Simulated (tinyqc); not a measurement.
Thermoelectric coefficients of one resonant level, Landauer integrals: two steps of the calculation.

Transmission X(x) = (g/2)^2/[(x - y)^2 + (g/2)^2] with x = (E - EF)/kB T, two spin channels. I_k = int X x^k w dx over all x, w = 1/(4 cosh^2(x/2)).

Inputs (values chosen for the exercise):
```
symbol,value,unit,meaning
T,30,K,temperature
g,0.69,,full width of the level over kB T
y,-1.7,,level position (E0 - EF)/kB T
kp,0.22,,phonon heat conductance in units of pi^2 kB^2 T/(3 h)
```

Constants: q = 1.602176634e-19 C, kB = 1.380649e-23 J/K, h = 6.62607015e-34 J s. Results are converted to the units shown.

Problem 1. Coefficients. G = (2 q^2/h) I_0, S = -(kB/q) I_1/I_0, L/L0 = [I_2/I_0 - (I_1/I_0)^2]/(pi^2/3), K_e = (2 kB^2 T/h)(I_2 - I_1^2/I_0), ZT = G S^2 T/(K_e + K_ph), K_ph = kp pi^2 kB^2 T/(3 h).

converged I_0, I_1, I_2: [0.13529235, -0.18713620, 0.34819001]

Wanted: G; S; L/L0; K_e; ZT; ZT without phonons.

Solution 1.

G = 10.48 uS
S = 119.2 uV/K
L/L0 = 0.2007
K_e = 1.542 pW/K
ZT = 0.5736
ZT without phonons = 2.897

The level lies below EF, so S is positive (hole-like). A level of zero width would give -(kB/q) y = 146 uV/K; S is 19 % below that in size.

Problem 2. Two limits for S. Narrow level: S = -(kB/q) y. Mott formula: S = -(pi^2/3)(kB/q) d ln X/dx at x = 0 = -(pi^2/3)(kB/q) 2 y/[y^2 + (g/2)^2].

Wanted: narrow-level S; Mott S.

Solution 2.

narrow-level S = 146.5 uV/K
Mott S = 320.3 uV/K

The integrals give 119 uV/K; the Mott value is 2.69 times that in size.

tinyqc, about 0.02 s, one thread, Intel Xeon 2.30GHz (shared host): `OMP_NUM_THREADS=1 python tinyqc.py 2800042 2800043 out.jsonl`
